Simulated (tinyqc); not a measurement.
p-type polysilicon, carrier trapping at grain boundaries: one step of the calculation.

One-dimensional grains of size Lg, uniform ionised doping N, monovalent traps Qt at each boundary at a depth Et below (for electrons) or above (for holes) the band edge there, abrupt depletion of width W on each side of a boundary, Boltzmann statistics. xi is the distance from the band edge at the grain centre to the Fermi level. Trapped charge Qt/(1 + exp((xi + VB - Et)/Vt)) = 2 N W, barrier VB = q N W^2/(2 eps0 eps_r).

Question. New W. Partly depleted grain, xi = Vt ln(NB/N): f = 1/(1 + exp((xi + VB - Et)/Vt)), g = Qt f - 2 N W, g' = -2 Qt f (1 - f) VB/(W Vt) - 2 N, W(new) = W - g/g'.

Parameters, values chosen for the exercise; values of the order met in polycrystalline silicon:
```
symbol,value,unit,meaning
T,300,K,temperature
eps_r,11.7,,relative permittivity
NB,2.65e19,cm^-3,valence-band density of states at T
Qt,2.8e12,cm^-2,trap density of a grain boundary
Et,0.41,eV,depth of the trap level from the majority band edge at the boundary
N,6.9e17,cm^-3,doping
```

Constants: q = 1.602176634e-19 C, kB = 1.380649e-23 J/K, Vt = kB T/q, eps0 = 8.8541878128e-14 F/cm where lengths are in cm. Results are converted to the units shown.

W after iteration 1 = 20.279801 nm

Wanted: VB; f; g; g'; W after iteration 2.

Answer.

VB = 0.2194 V
f = 0.9764
g = -6.468e10 cm^-2
g' = -1.920e11 cm^-2/nm
W after iteration 2 = 19.94 nm

Computed by the program tinyqc: `OMP_NUM_THREADS=1 python tinyqc.py 2830058 2830059 out.jsonl`, one thread of a shared Intel Xeon 2.30GHz, about 0.01 s for the whole run.
